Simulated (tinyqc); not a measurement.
Switching field against angle and time: single-domain magnet: Stoner-Wohlfarth switching, Neel-Arrhenius retention, LLG dynamics and spin torque. Computed by tinyqc, a small Python program. Command: `OMP_NUM_THREADS=1 python tinyqc.py 3015155 3015156 out.jsonl macro walk`. One thread of a shared host (Intel(R) Xeon(R) Processor @ 2.30GHz), about 0.01 s of CPU time with the checks.

The moment is uniform, with unit vector m; z is the easy axis. mu_0 = 1.25663706212e-6 T m/A, gamma = 1.76085963023e11 rad/(s T).

Inputs (values chosen for the exercise, for a model magnet):

| quantity | value | unit |
|---|---|---|
| saturation magnetisation M_s | 916 | kA/m |
| diameter d | 50 | nm |
| thickness t | 1.5 | nm |
| interface anisotropy K_i | 1.24 | mJ/m^2 |
| bulk anisotropy K_u | 0 | kJ/m^3 |
| exchange stiffness A | 16 | pJ/m |
| temperature T | 300 | K |
| attempt frequency f0 | 2 | GHz |
| waiting time t_w | 0.001 | s |

Shape: thin disc, easy axis normal to it.

Constants: k_B = 1.380649e-23 J/K.

Method:
- The disc is treated as an oblate spheroid with p = t/d: N_z = [1 - p arccos(p)/sqrt(1 - p^2)]/(1 - p^2); V = pi d^2 t/4; K_eff = K_u + K_i/t + K_shape, K_shape = -(mu_0 M_s^2/4)(3 N_z - 1); mu_0 H_K = 2 K_eff/M_s.
- Delta = K_eff V/(k_B T); tau = exp(Delta)/f0; probability of a flip within t_w: P = 1 - exp(-t_w/tau). Wall width parameter sqrt(A/K_eff); a two-domain state costs 4 sqrt(A K_eff) times the cross-section that the wall cuts (d t).
- Energy over K_eff V: e(theta) = sin^2(theta) + 2 h cos(theta - psi) for m at the angle theta from +z and a field that points at psi from -z (it pulls m away from +z towards negative theta); h_sw = (cos^(2/3) psi + sin^(2/3) psi)^(-3/2).
- Switching field at T: the h at which the exact barrier equals ln(f0 t_w/ln 2) k_B T (0 if the zero-field barrier is lower). Sharrock form: h_sw [1 - (ln(f0 t_w/ln 2)/Delta)^(1/n)], n = 0.86 + 1.14 h_sw.

stability factor Delta = 238.469

Fields over H_K:

| psi (degrees) | h_sw at T = 0 | thermal, exact barrier | thermal, Sharrock form |
|---|---|---|---|
| 1 | 0.90707 | 0.71888 | 0.69744 |
| 10 | 0.67381 | 0.56348 | 0.55122 |
| 20 | 0.57365 | 0.48489 | 0.48187 |
| 30 | 0.52402 | 0.44472 | 0.44594 |
| 45 | 0.50000 | 0.42506 | 0.42817 |
| 60 | 0.52402 | 0.44472 | 0.44594 |
| 75 | 0.61466 | 0.51752 | 0.51077 |
| 89 | 0.90707 | 0.71888 | 0.69744 |

What does the comparison show, and why?

At T = 0 the field is least at 45 degrees, H_K/2, and symmetric about it. Thermal help lowers it to 79 % at 1 degree and 85 % at 45 degrees; the Sharrock form misses the exact barrier by at most about 0.021 H_K, at psi = 1 (and its mirror angle). Caution: a flat cylinder has a smaller N_z than the spheroid of the same t/d, so K_eff of a real disc is larger. Caution: a domain wall can cross the element at lower cost, so the single-domain barrier is an upper bound.

Extremes, crossings and ranges named in words are read from the listed rows.
